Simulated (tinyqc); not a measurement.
Worked calculation: inverse iteration on a symmetric matrix. One step of it, computed by the program tinyqc.

Task: Step 1. solve (A - shift) w = v; v' = w/|w| with its largest component positive (the first on a tie); lambda = v'^T A v'.

A, lower triangle:
```
           1          2          3         4         5         6
1   0.503000
2  -0.811000   1.280000
3   0.020000  -0.077000   1.339000
4   0.641000   0.289000   0.210000  3.403000
5  -0.147000  -0.098000  -0.299000  0.272000  3.762000
6   0.268000   0.105000  -0.012000  0.811000  0.880000  4.727000
```

vector v at the start: 0.408248  0.408248  0.408248  0.408248  0.408248  0.408248

shift = 1.100000

Give: vector after step 1; Rayleigh quotient after step 1.

Result:

vector after step 1: -0.3017  0.0404  0.9400  0.0446  0.1443  0.0293

Rayleigh quotient after step 1 = 1.2627
